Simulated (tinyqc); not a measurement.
# Scale length and length offset from two DIBL values

Question. DIBL = exp(-Le/(2 l)) + 2 exp(-Le/l) with Le = L - dL. Find l, dL and the drawn length for a DIBL of 100 mV/V.

DIBL at drawn lengths 61 and 110 nm (mV/V): 101.18675  11.452926

Solution. With e = exp(-Le/(2 l)), 2 e^2 + e = DIBL gives e and so Le/l at each length; Le/l is a straight line in L with slope 1/l.

l = 12.0 nm
dL = 2.20 nm
length for 100 mV/V = 61.2 nm

Computed by the program tinyqc: `OMP_NUM_THREADS=1 python tinyqc.py 2002038 2002039 out.jsonl`, one thread of a shared Intel Xeon 2.30GHz, about 0.01 s for the whole run.
